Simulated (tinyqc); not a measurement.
## Programming of a floating-gate cell by Fowler-Nordheim tunnelling: programming by a staircase of pulses

Per tunnel area the floating gate has Ctun = 3.9 eps0/tox to the channel (0 V) and Ccg to the control gate, Ct = Ctun/(1 - ag), no other coupling. With the threshold shift U = -Q/Ccg the field is F = ag (Vg - U)/tox, and dU/dt = J/Ccg. Fowler-Nordheim: J = A F^2 exp(-B/F), A = q^2/(16 pi^2 hbar mo phi) (times 1e14 for A/cm^2 with F in V/nm, emitter mass m0), B = (4/3) sqrt(mo/C) phi^1.5, C = hbar^2/(2 m0).

Pulse i = 1, 2, ... has the height 10.4 V + (i - 1) 0.4 V and lasts 0.68 us; each starts from the U that the last one left. Exact: exp(B/F(t)) = exp(B/F(0)) + K t, K = A B ag/(Ccg tox), and U = Vg - tox F/ag.

Values chosen for this exercise; oxide values close to those of silicon dioxide: tunnel barrier phi = 3.15 eV; tunnelling mass mo = 0.42 m0; tunnel oxide thickness tox = 7.1 nm; coupling ratio Ccg/Ct ag = 0.71; threshold shift at the start Vt0 = -1.3 V.

Constants: q = 1.602176634e-19 C, hbar = 1.054571817e-34 J s, m0 = 9.1093837015e-31 kg, eps0 = 8.8541878128e-14 F/cm where lengths are in cm, hbar^2/(2 m0) = 0.0380998212 eV nm^2. Results are converted to the units shown.

Results:
```
N   last pulse (V)      U (V)  gain of the last pulse (V)  F at its end (V/nm)
1           10.400    -1.2440                    0.056005               1.1644
2           10.800    -1.1400                     0.10398               1.1940
3           11.200   -0.97116                     0.16886               1.2171
6           12.400  -0.092272                     0.34142               1.2492
8           13.200    0.65857                     0.38295               1.2541
11          14.400     1.8427                     0.39764               1.2557
14          15.600     3.0406                     0.39968               1.2559
18          17.200     4.6403                     0.39998               1.2560
```

Estimate the missing row, N = 4.

Computed row:
```
N  last pulse (V)     U (V)  gain of the last pulse (V)  F at its end (V/nm)
4          11.600  -0.73244                     0.23872               1.2332
```

With this row back in the table: The gain of a pulse rises from 0.0560 to 0.400 V and settles at the step of 0.4 V: the field at the end of a pulse becomes steady, 1.26 V/nm, so U follows the gate one to one whatever it started from. It is within 5 % of the step from pulse 8 on among the rows. In every row the field stays above 10 MV/cm, which wears the oxide.

Range of the model: Programming fields of 10 MV/cm and more wear the oxide; trapping and the channel potential are ignored.

tinyqc, about 0.01 s, one thread, Intel Xeon 2.30GHz (shared host): `OMP_NUM_THREADS=1 python tinyqc.py 2130094 2130095 out.jsonl`
